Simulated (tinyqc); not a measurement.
Worked calculation: Pariser-Parr-Pople SCF with singles CI, for the molecule [CH2+]c1cccc(C=O)c1 (SMILES; centres numbered as the heavy atoms are written). Computed by tinyqc, a small Python program that keeps every step. Settings: charge = 1, gamma = MN, start = huckel, damping = 0, iteration cap = 61, excitations kept = 9. Command: `OMP_NUM_THREADS=1 python tinyqc.py 27694 27695 out.jsonl` (the two numbers bound the seeds that draw the settings). One thread of a shared host (Intel(R) Xeon(R) Processor @ 2.60GHz), about 0.01 s of CPU time with the checks. Later iterations appear only in the table of the cycle.

## PPP integrals

Centres (angstrom, eV; a flat drawing with bonds scaled to 1.40 angstrom):
```
centre         x         y  core charge z         W  gamma_rr
1C       2.76900  -1.16500              1  11.77000  11.32000
2C       1.59700  -0.40000              1  11.77000  11.32000
3C       1.67400   0.99800              1  11.77000  11.32000
4C       0.50200   1.76400              1  11.77000  11.32000
5C      -0.74700   1.13200              1  11.77000  11.32000
6C      -0.82400  -0.26600              1  11.77000  11.32000
7C      -2.07300  -0.89800              1  11.77000  11.32000
8O      -3.24500  -0.13300              1  18.58000  13.56000
9C       0.34800  -1.03200              1  11.77000  11.32000
```

Resonance integrals (eV):
```
i  j      beta
1  2  -2.39000
2  3  -2.39000
3  4  -2.39000
4  5  -2.39000
5  6  -2.39000
6  7  -2.39000
7  8  -2.47000
6  9  -2.39000
9  2  -2.39000
```

Mataga-Nishimoto: gamma = 14.399645/(R + a), a = 2 x 14.399645/(gamma_rr + gamma_ss); H_rr = -W_r - sum_(s != r) z_s gamma_rs; H_rs = beta for bonds.

repulsion gamma_rs (eV):
```
          1C        2C        3C        4C        5C        6C        7C        8O
1C  11.32000   5.38984   3.89556   2.89389   2.63158   2.89393   2.35234   1.98358
2C   5.38984  11.32000   5.38874   3.89462   3.53600   3.89521   2.89400   2.39719
3C   3.89556   5.38874  11.32000   5.38874   3.89521   3.53657   2.63178   2.32070
4C   2.89389   3.89462   5.38874  11.32000   5.38940   3.89521   2.89400   2.68782
5C   2.63158   3.53600   3.89521   5.38940  11.32000   5.38874   3.89521   3.63851
6C   2.89393   3.89521   3.53657   3.89521   5.38874  11.32000   5.38940   4.01980
7C   2.35234   2.89400   2.63178   2.89400   3.89521   5.38940  11.32000   5.63124
8O   1.98358   2.39719   2.32070   2.68782   3.63851   4.01980   5.63124  13.56000
9C   3.89527   5.38940   3.89521   3.53601   3.89462   5.38874   3.89521   2.96210

          9C
1C   3.89527
2C   5.38940
3C   3.89521
4C   3.53601
5C   3.89462
6C   5.38874
7C   3.89521
8O   2.96210
9C  11.32000
```

core matrix H (eV):
```
           1C         2C         3C         4C         5C         6C         7C         8O
1C  -37.70597   -2.39000    0.00000    0.00000    0.00000    0.00000    0.00000    0.00000
2C   -2.39000  -44.55499   -2.39000    0.00000    0.00000    0.00000    0.00000    0.00000
3C    0.00000   -2.39000  -42.72251   -2.39000    0.00000    0.00000    0.00000    0.00000
4C    0.00000    0.00000   -2.39000  -42.34968   -2.39000    0.00000    0.00000    0.00000
5C    0.00000    0.00000    0.00000   -2.39000  -44.03926   -2.39000    0.00000    0.00000
6C    0.00000    0.00000    0.00000    0.00000   -2.39000  -46.17759   -2.39000    0.00000
7C    0.00000    0.00000    0.00000    0.00000    0.00000   -2.39000  -41.35318   -2.47000
8O    0.00000    0.00000    0.00000    0.00000    0.00000    0.00000   -2.47000  -44.22094
9C    0.00000   -2.39000    0.00000    0.00000    0.00000   -2.39000    0.00000    0.00000

           9C
1C    0.00000
2C   -2.39000
3C    0.00000
4C    0.00000
5C    0.00000
6C   -2.39000
7C    0.00000
8O    0.00000
9C  -44.62654
```

## Starting guess

pi electrons, sum of z_r less the charge = 8

Orbitals of the Hueckel matrix of the beta values.

P at the start:
```
          1C        2C        3C        4C        5C        6C        7C        8O
1C   0.42857   0.63319   0.28571  -0.11537  -0.28571  -0.10170   0.00000   0.06317
2C   0.63319   1.00000   0.51782   0.00000  -0.21706   0.00000  -0.03642   0.00000
3C   0.28571   0.51782   0.85714   0.69754   0.14286  -0.26774   0.00000   0.17537
4C  -0.11537   0.00000   0.69754   1.00000   0.64686   0.00000  -0.05009   0.00000
5C  -0.28571  -0.21706   0.14286   0.64686   0.85714   0.58310   0.00000  -0.22713
6C  -0.10170   0.00000  -0.26774   0.00000   0.58310   1.00000   0.39846   0.00000
7C   0.00000  -0.03642   0.00000  -0.05009   0.00000   0.39846   1.00000   0.91509
8O   0.06317   0.00000   0.17537   0.00000  -0.22713   0.00000   0.91509   1.00000
9C   0.28571   0.53149  -0.14286  -0.28141   0.14286   0.64745   0.00000  -0.27617

          9C
1C   0.28571
2C   0.53149
3C  -0.14286
4C  -0.28141
5C   0.14286
6C   0.64745
7C   0.00000
8O  -0.27617
9C   0.85714
```

## Iteration 1: Fock matrix

F_rr = H_rr + P_rr gamma_rr / 2 + sum_(s != r) P_ss gamma_rs; F_rs = H_rs - P_rs gamma_rs / 2; E = tr P (H + F) / 2 + core repulsion sum_(r<s) z_r z_s gamma_rs.

F (eV):
```
           1C         2C         3C        4C        5C        6C        7C         8O
1C  -10.83320   -4.09640   -0.55651   0.16693   0.37594   0.14715   0.00000   -0.06265
2C   -4.09640  -11.23478   -3.78521   0.00000   0.38377   0.00000   0.05270    0.00000
3C   -0.55651   -3.78521  -10.25752  -4.26943  -0.27823   0.47344   0.00000   -0.20349
4C    0.16693    0.00000   -4.26943  -9.80853  -4.13309   0.00000   0.07248    0.00000
5C    0.37594    0.38377   -0.27823  -4.13309  -9.53516  -3.96110   0.00000    0.41321
6C    0.14715    0.00000    0.47344   0.00000  -3.96110  -9.80854  -3.46372    0.00000
7C    0.00000    0.05270    0.00000   0.07248   0.00000  -3.46372  -8.94308   -5.04656
8O   -0.06265    0.00000   -0.20349   0.00000   0.41321   0.00000  -5.04656  -14.20795
9C   -0.55647   -3.82222    0.27823   0.49754  -0.27819  -4.13448   0.00000    0.40902

           9C
1C   -0.55647
2C   -3.82222
3C    0.27823
4C    0.49754
5C   -0.27819
6C   -4.13448
7C    0.00000
8O    0.40902
9C  -10.25727
```

pi energy = -116.20405 eV

## Iteration 1: orbitals and new P

Diagonalise F (the basis is taken as orthonormal) and form P = 2 sum c c over the lowest orbitals.

orbital energies (eV): [-18.81953, -17.68695, -15.79097, -14.99791, -9.41456, -6.99738, -5.13401, -4.10079, -1.94393]

P after iteration 1:
```
          1C        2C        3C        4C        5C        6C        7C        8O
1C   0.53859   0.71132   0.26894  -0.13828  -0.29302  -0.12713  -0.03182   0.05601
2C   0.71132   1.00699   0.47312  -0.00175  -0.18338  -0.00502  -0.03031   0.00306
3C   0.26894   0.47312   0.85237   0.72055   0.21165  -0.25622  -0.06587   0.12218
4C  -0.13828  -0.00175   0.72055   0.95819   0.62256   0.02625  -0.02844  -0.00673
5C  -0.29302  -0.18338   0.21165   0.62256   0.77622   0.57622   0.09495  -0.18037
6C  -0.12713  -0.00502  -0.25622   0.02625   0.57622   0.97740   0.35730  -0.01078
7C  -0.03182  -0.03031  -0.06587  -0.02844   0.09495   0.35730   0.60849   0.82964
8O   0.05601   0.00306   0.12218  -0.00673  -0.18037  -0.01078   0.82964   1.46072
9C   0.28898   0.48534  -0.18201  -0.26610   0.15649   0.67613   0.12107  -0.22061

          9C
1C   0.28898
2C   0.48534
3C  -0.18201
4C  -0.26610
5C   0.15649
6C   0.67613
7C   0.12107
8O  -0.22061
9C   0.82103
```

## Iteration 2: Fock matrix

As before.

F (eV):
```
           1C         2C         3C         4C         5C         6C        7C         8O
1C  -10.73854   -4.30694   -0.52383    0.20009    0.38555    0.18396   0.03742   -0.05555
2C   -4.30694  -11.38819   -3.66475    0.00341    0.32422    0.00978   0.04386   -0.00367
3C   -0.52383   -3.66475  -10.54057   -4.33144   -0.41220    0.45307   0.08668   -0.14177
4C    0.20009    0.00341   -4.33144  -10.27182   -4.06760   -0.05112   0.04115    0.00905
5C    0.38555    0.32422   -0.41220   -4.06760  -10.03396   -3.94254  -0.18493    0.32814
6C    0.18396    0.00978    0.45307   -0.05112   -3.94254  -10.65923  -3.35282    0.02166
7C    0.03742    0.04386    0.08668    0.04115   -0.18493   -3.35282  -8.99681   -4.80595
8O   -0.05555   -0.00367   -0.14177    0.00905    0.32814    0.02166  -4.80595  -13.66968
9C   -0.56282   -3.69784    0.35449    0.47046   -0.30474   -4.21175  -0.23580    0.32673

           9C
1C   -0.56282
2C   -3.69784
3C    0.35449
4C    0.47046
5C   -0.30474
6C   -4.21175
7C   -0.23580
8O    0.32673
9C  -10.75913
```

pi energy = -117.54103 eV

## Iteration 2: orbitals and new P

As before.

orbital energies (eV): [-19.17926, -17.43348, -16.06837, -15.33164, -9.41446, -7.09563, -5.50465, -4.45957, -2.57087]

P after iteration 2:
```
          1C        2C        3C        4C        5C        6C        7C        8O
1C   0.54615   0.72118   0.26536  -0.13098  -0.28575  -0.13207  -0.03114   0.05688
2C   0.72118   1.01388   0.46502   0.00024  -0.18404  -0.01712  -0.03079   0.00757
3C   0.26536   0.46502   0.83901   0.72288   0.22993  -0.24867  -0.06144   0.11230
4C  -0.13098   0.00024   0.72288   0.95222   0.62058   0.02807  -0.02481  -0.00718
5C  -0.28575  -0.18404   0.22993   0.62058   0.75977   0.57287   0.09257  -0.17249
6C  -0.13207  -0.01712  -0.24867   0.02807   0.57287   0.99669   0.34852  -0.02240
7C  -0.03114  -0.03079  -0.06144  -0.02481   0.09257   0.34852   0.61804   0.83896
8O   0.05688   0.00757   0.11230  -0.00718  -0.17249  -0.02240   0.83896   1.45102
9C   0.28818   0.47781  -0.18379  -0.26727   0.14925   0.68519   0.11795  -0.21569

          9C
1C   0.28818
2C   0.47781
3C  -0.18379
4C  -0.26727
5C   0.14925
6C   0.68519
7C   0.11795
8O  -0.21569
9C   0.82322
```

## Convergence

Stop when output and input P, before any damping, agree to 1e-7.

Course of the cycle:
```
iteration        E (eV)  largest |P(out) - P(in)|
1          -116.2040544                  4.61e-01
2          -117.5410335                  1.93e-02
3          -117.5543314                  3.87e-03
4          -117.5552723                  1.51e-03
5          -117.5553855                  5.83e-04
6          -117.5554007                  2.24e-04
7          -117.5554030                  8.66e-05
8          -117.5554034                  4.58e-05
9          -117.5554034                  2.45e-05
10         -117.5554035                  1.32e-05
11         -117.5554035                  7.15e-06
12         -117.5554035                  3.90e-06
13         -117.5554035                  2.14e-06
14         -117.5554035                  1.18e-06
15         -117.5554035                  6.48e-07
16         -117.5554035                  3.58e-07
17         -117.5554035                  1.98e-07
18         -117.5554035                  1.10e-07
19         -117.5554035                  6.10e-08
```

Converged in 19 iterations.

## Converged orbitals

Charges are z - P_rr.

orbital energies (eV): [-19.15920, -17.41963, -16.10031, -15.35114, -9.38100, -7.06864, -5.51577, -4.45756, -2.56649]

coefficients:
```
        MO1       MO2       MO3       MO4       MO5       MO6       MO7       MO8
1C  0.27207  -0.26882  -0.35343   0.06036   0.72757   0.07516   0.34829  -0.22783
2C  0.49101  -0.36488  -0.36214   0.05362  -0.08601  -0.06361  -0.47180   0.39114
3C  0.34491  -0.27633   0.17395   0.43764  -0.38321   0.37769  -0.06709  -0.44882
4C  0.28111  -0.08576   0.52146   0.34445   0.02159  -0.20650   0.51517   0.31212
5C  0.29916   0.13555   0.51247  -0.08611   0.39071  -0.28170  -0.48214   0.02361
6C  0.40026   0.34137   0.15942  -0.44490   0.04350   0.35996  -0.01231  -0.33874
7C  0.21020   0.47936  -0.13822   0.12280   0.02294   0.51290   0.11873   0.54856
8O  0.15235   0.58829  -0.32339   0.50239  -0.02486  -0.41280  -0.07464  -0.28240
9C  0.41207   0.01005  -0.17330  -0.45877  -0.40029  -0.40325   0.36595  -0.01642

         MO9
1C  -0.13013
2C   0.32360
3C  -0.29570
4C   0.34224
5C  -0.39631
6C   0.50354
7C  -0.33651
8O   0.13178
9C  -0.36410
```

pi charges: 1C 0.45031, 2C -0.01651, 3C 0.16577, 4C 0.04611, 5C 0.24418, 6C -0.00018, 7C 0.38370, 8O -0.45257, 9C 0.17919

## Singles CI, singlets

Over the 9 single excitations with the smallest orbital gaps: A = (e_a - e_i) delta + 2 (ia|jb) - (ij|ab), with (pq|rs) = sum c_mp c_mq gamma_mn c_nr c_ns. f = 2/3 w |mu|^2 in atomic units, mu = sqrt2 sum c_ia sum_m c_mi c_ma R_m.

singlet CI matrix (eV):
```
          4>5       3>5       2>5       4>6       3>6       1>5       4>7       2>6
4>5   2.95325  -0.27278   0.25210   0.10316   0.24325   0.06655  -0.03052   0.21207
3>5  -0.27278   4.19364   0.09612  -0.22487  -0.08976   0.01897   0.05937   0.14107
2>5   0.25210   0.09612   5.19422  -0.00827  -0.12016   0.16167   0.14909  -0.03795
4>6   0.10316  -0.22487  -0.00827   5.40409   0.05852  -0.27929  -0.23487   0.16137
3>6   0.24325  -0.08976  -0.12016   0.05852   5.75323  -0.13288  -0.38037  -0.14314
1>5   0.06655   0.01897   0.16167  -0.27929  -0.13288   6.40703   0.18663  -0.02239
4>7  -0.03052   0.05937   0.14909  -0.23487  -0.38037   0.18663   6.46147  -0.18800
2>6   0.21207   0.14107  -0.03795   0.16137  -0.14314  -0.02239  -0.18800   7.34672
3>7  -0.26166   0.06600   0.03718   0.18999   0.09451  -0.13240  -0.04844  -0.06686

          3>7
4>5  -0.26166
3>5   0.06600
2>5   0.03718
4>6   0.18999
3>6   0.09451
1>5  -0.13240
4>7  -0.04844
2>6  -0.06686
3>7   7.47969
```

singlet excitation energies (eV): [2.81766, 4.17854, 5.17541, 5.35055, 5.58849, 6.27697, 6.81441, 7.42439, 7.56692]

oscillator strengths: [0.06197, 0.45038, 0.50662, 0.86205, 0.06235, 0.11239, 0.33459, 0.22087, 0.22222]

## Singles CI, triplets

Over the 9 single excitations with the smallest orbital gaps: A = (e_a - e_i) delta - (ij|ab), with (pq|rs) = sum c_mp c_mq gamma_mn c_nr c_ns.

triplet CI matrix (eV):
```
          4>5       3>5       2>5       4>6       3>6       1>5       4>7       2>6
4>5   2.00435  -0.28744   0.69338  -0.05014   0.09962   0.11025   0.47067  -0.16070
3>5  -0.28744   2.21054  -0.83846   0.09962   0.27012   0.45738  -0.01612  -0.05774
2>5   0.69338  -0.83846   4.35410  -0.16070  -0.05774   0.81868   0.06861  -0.07072
4>6  -0.05014   0.09962  -0.16070   3.23605   0.28382   0.43907   0.21914  -0.30364
3>6   0.09962   0.27012  -0.05774   0.28382   4.71349   0.44464   0.37896   0.44268
1>5   0.11025   0.45738   0.81868   0.43907   0.44464   5.03273  -0.38814  -0.08521
4>7   0.47067  -0.01612   0.06861   0.21914   0.37896  -0.38814   5.43827  -0.27066
2>6  -0.16070  -0.05774  -0.07072  -0.30364   0.44268  -0.08521  -0.27066   5.20385
3>7  -0.01612   0.29925  -0.22883   0.37896  -0.02945   0.55162  -0.54252   0.05555

          3>7
4>5  -0.01612
3>5   0.29925
2>5  -0.22883
4>6   0.37896
3>6  -0.02945
1>5   0.55162
4>7  -0.54252
2>6   0.05555
3>7   5.32423
```

triplet excitation energies (eV): [1.68712, 1.80014, 2.98341, 3.75299, 4.44476, 5.22318, 5.47729, 5.75635, 6.39238]
